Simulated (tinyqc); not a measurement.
# Bloch-Grueneisen resistivity of a metal, step by step

A worked calculation. Computed by tinyqc, a small Python program that keeps every step. Command: `OMP_NUM_THREADS=1 python tinyqc.py 3019293 3019294 out.jsonl bg walk`. One thread of a shared host (Intel(R) Xeon(R) Processor @ 2.30GHz), about 0.01 s of CPU time with the checks. Intermediate numbers are printed to about 6 digits and carried at full precision; extremes and crossings named in words are read from the listed rows.

Electrons scatter from a Debye spectrum of phonons (n = 5 for scattering within one band, n = 3 for scattering into a second, heavy band) and from static defects.

Inputs (values chosen for the exercise, modelled on iridium):
```
quantity,value,unit
exponent n,5,-
Debye temperature Theta,288,K
transport coupling lambda_tr,0.42,-
Drude plasma energy hbar w_p,9.2,eV
residual resistivity rho_0,8.6,microohm cm
temperature T,120,K
coefficient A of T^2,2.2,picoohm cm/K^2
```

Addition: T^2 term.

Constants: k_B = 1.380649e-23 J/K; hbar = 1.054571817e-34 J s; eps_0 = 8.8541878128e-12 F/m; hbar = 6.582119569e-16 eV s; k_B = 8.617333262e-05 eV/K.

## Scale of the phonon resistivity

rho_ph = (n - 1) rho_1 (T/Theta)^n J_n(Theta/T), with rho_1 = 2 pi lambda_tr k_B Theta/(hbar eps_0 w_p^2), the high-temperature line at T = Theta.

rho_1 = 5.75223 microohm cm

## The integral and the phonon part

J_n(y) = int_0^y x^n e^x/(e^x - 1)^2 dx, by 96 Gauss-Legendre points (upper limit at most 60).

Theta/T = 2.4

J_n = 6.12384

phonon resistivity rho_ph = 1.76955 microohm cm

This is 73.8 % of the straight line rho_1 T/Theta.

## Total resistivity and derived numbers

rho = rho_0 + A T^2 + rho_ph. Temperature coefficient (1/rho) d rho/dT by a central difference of +/- 0.5 K; residual ratio rho(295 K)/rho(4.2 K); scattering time tau = 1/(eps_0 w_p^2 rho); Wiedemann-Franz kappa = L_0 T/rho, L_0 = (pi^2/3)(k_B/e)^2.

resistivity rho = 10.4012 microohm cm

temperature coefficient = 2.28506 1e-3/K

residual resistance ratio = 1.67236

scattering time = 5.55805 fs

Wiedemann-Franz conductivity = 28.1852 W/(m K)

The coefficient is 0.274 times 1/T; the temperature-independent part dilutes it.

## Limits of the phonon part

Low T: (n - 1) n! zeta(n) rho_1 (T/Theta)^n. High T: rho_1 (T/Theta) [1 - (n - 1)/(12 (n + 1)) (Theta/T)^2].

Resistivities (microohm cm):
```
T (K),rho_ph,low-T law,straight line,line with correction,total rho
8.6,6.79760e-05,6.79760e-05,0.1718,-,8.6002
14.0,7.77113e-04,7.77147e-04,0.2796,-,8.6012
23.0,9.16930e-03,9.30042e-03,0.4594,-,8.6103
35.0,6.33620e-02,7.58933e-02,0.6991,-,8.6661
58.0,3.77499e-01,9.48425e-01,1.1584,-,8.9849
100.0,1.30263e+00,1.44498e+01,1.9973,1.0769,9.9246
140.0,2.23068e+00,7.77147e+01,2.7962,2.1388,10.8738
230.0,4.21604e+00,9.30042e+02,4.5938,4.1936,12.9324
350.0,6.73413e+00,7.58933e+03,6.9906,6.7276,15.6036
580.0,1.14271e+01,9.48425e+04,11.5843,11.4257,20.7672
```

The low-T law holds to 10 % up to 23 K, the straight line from 230 K on. The local exponent of rho_ph falls from 5.00 to 1.05. Phonons overtake the residual resistivity between 350 and 580 K. The T^2 term exceeds rho_ph up to 8.6 K among these rows.

Checks made by the program: J_n at large argument against n! zeta(n) (relative difference below 1e-10).
